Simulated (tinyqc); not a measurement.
Two-band k.p model of the Delta valleys near the X point under shear strain: one step. The Hamiltonian at one k. Three cases, with inputs chosen for the exercise.

Problem. Fill in the 2 x 2 matrix (sigma_z diagonal) and give its levels.

Valley pair on the [001] axis, kz counted from the X point, c = hbar^2/2m0, k0 = kx0 2 pi/a. H = (c kz^2/ml + c (kx^2 + ky^2)/mt + c k0^2/ml) 1 + (2 c k0 kz/ml) sigma_z + (D exy - 2 c kx ky/Mp) sigma_x, so E = c kz^2/ml + c (kx^2 + ky^2)/mt + c k0^2/ml -/+ sqrt((2 c k0 kz/ml)^2 + (D exy - 2 c kx ky/Mp)^2). Without strain the lower band has its minima, E = 0, at kz = +/- k0. Shifts from diagonal strain are left out.

Constants: hbar^2/2m0 = 3.80998211 eV angstrom^2.

Give: H(k); levels.

Case 1.

Values chosen (near those of Si; not measured data): a = 5.434 angstrom (lattice constant); ml = 0.906 m0 (longitudinal mass); mt = 0.2 m0 (transverse mass); kx0 = 0.147 2 pi/a (distance of the minimum from X); D = 14.6 eV (shear deformation potential); Mp = 0.235 m0 (coupling mass); exy = 0.0012 (shear strain); k = (0.051, 0.017, 0.047) 1/angstrom (wave vector from X).

Solution.

H(k) (eV):
```
         1        2
1   0.2530  -0.0106
2  -0.0106   0.1186
```

levels (eV): 0.1178  0.2539

Case 2.

Values chosen (near those of Si; not measured data): a = 5.434 angstrom (lattice constant); ml = 0.932 m0 (longitudinal mass); mt = 0.197 m0 (transverse mass); kx0 = 0.156 2 pi/a (distance of the minimum from X); D = 12.8 eV (shear deformation potential); Mp = 0.234 m0 (coupling mass); exy = 0.014 (shear strain); k = (0.029, 0.001, 0.031) 1/angstrom (wave vector from X).

Solution.

H(k) (eV):
```
        1       2
1  0.1989  0.1783
2  0.1783  0.1075
```

levels (eV): -0.0308  0.3372

Case 3.

Values chosen (near those of Si; not measured data): a = 5.435 angstrom (lattice constant); ml = 0.943 m0 (longitudinal mass); mt = 0.196 m0 (transverse mass); kx0 = 0.148 2 pi/a (distance of the minimum from X); D = 14.8 eV (shear deformation potential); Mp = 0.225 m0 (coupling mass); exy = 0.0025 (shear strain); k = (0.045, 0.033, 0.23) 1/angstrom (wave vector from X).

Solution.

H(k) (eV):
```
         1        2
1   0.7105  -0.0133
2  -0.0133   0.0746
```

levels (eV): 0.0743  0.7108

Computed by tinyqc, one run a case: `OMP_NUM_THREADS=1 python tinyqc.py N N+1 out.jsonl` with N = 1080296, 1080527, 1080742; one thread of a shared Intel(R) Xeon(R) Processor @ 2.30GHz, about 0.01 s a run at most.
